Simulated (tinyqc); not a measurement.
# Strained alloy layer of InAs and AlAs on (001) InP, model-solid band line-up, step by step

Computed by the program tinyqc: `OMP_NUM_THREADS=1 python tinyqc.py 2690154 2690155 out.jsonl`, one thread of a shared Intel Xeon 2.30GHz, about 0.01 s for the whole run. Printed values are rounded.

The layer is x parts of the first compound and 1 - x of the second, grown coherently on the third as substrate and barrier. Rows of the table: lattice constant a, average valence level Ea on an absolute scale, spin-orbit splitting so, gaps at Gamma, X and L, hydrostatic deformation potentials av and ac (Gamma), shear potential b, elastic constants, electron and heavy-hole (along z) masses. All are interpolated linearly in x; gaps get -C x (1 - x), taken wholly in the conduction band; real line-ups can differ from this model by 0.1 eV or more.

Values chosen for this exercise:
```
symbol,value,unit,meaning
x,0.6,,fraction of the first compound in the layer
CG,0.7,eV,bowing of the Gamma gap
CX,0,eV,bowing of the X gap
CL,0,eV,bowing of the L gap
```

## Relaxed alloy and strain

Binary compounds, values chosen for the exercise:
```
              close to InAs  close to AlAs  close to InP
a (angstrom)          6.058          5.661         5.869
Ea (eV)               -6.67          -7.49         -7.04
so (eV)               0.378          0.283         0.111
EG (eV)               0.352           2.99          1.34
EX (eV)                1.36           2.15          2.17
EL (eV)                1.07           2.33          1.92
av (eV)               0.987           2.44          1.27
ac (eV)               -5.14          -5.65         -5.08
b (eV)                -1.78           -1.5         -1.69
c11 (GPa)              84.1            126           102
c12 (GPa)              45.2           53.6          56.9
me (m0)               0.023          0.149        0.0811
mh (m0)               0.333          0.471          0.53
```

In-plane strain e = (a_substrate - a)/a, e_z = -2 (c12/c11) e, volume change 2 e + e_z.

a = 5.899200 angstrom
Gamma gap = 1.239200 eV
X gap = 1.676 eV
L gap = 1.574 eV
e = -0.5119338 %
e_z = 0.4929508 %
volume change = -0.5309169 %

The relaxed alloy has its lowest gap at Gamma (direct). The layer is under compressive in-plane strain.

## Band edges and offsets

In-plane strain e = (a_substrate - a)/a, e_z = -2 (c12/c11) e, volume change 2 e + e_z. With v = 2 e + e_z and d = 2 b (e_z - e): Eav = Ea + av v; E_hh = Eav + so/3 - d/2; E_lh = Eav - so/6 + d/4 + sqrt(so^2 + so d + 9 d^2/4)/2; E_c = Ea + so/3 + EG + ac v (Gamma). Substrate: E_v = Ea + so/3, E_c = E_v + EG. Well depths: dEc = E_c(substrate) - E_c, dEhh = E_hh - E_v(substrate), dElh likewise; strained Gamma gap E_c - max(E_hh, E_lh); positive values confine carriers in the layer.

d = -0.03352295 eV
E_hh = -6.876231 eV
E_lh = -6.908025 eV
E_c = -5.617094 eV
strained Gamma gap = 1.259137 eV
dEc = -0.04590553 eV
dEhh = 0.1267690 eV
dElh = 0.09497510 eV

The heavy-hole band lies on top, by 31.8 meV. At Gamma the line-up is type II, holes in the layer and electrons outside.

## Critical thickness

In-plane strain e = (a_substrate - a)/a. Matthews-Blakeslee for 60-degree dislocations in a single layer: hc = k (ln(hc/bv) + 1), k = bv (1 - nu/4)/(4 pi |e| (1 + nu)), nu = c12/(c11 + c12), bv = a/sqrt(2); the larger root.

nu = 0.3249900
bv = 0.4171364 nm
hc = 22.40764 nm

The layer, Lw = 12.3 nm, is thinner than hc, so it stays coherent by this criterion.
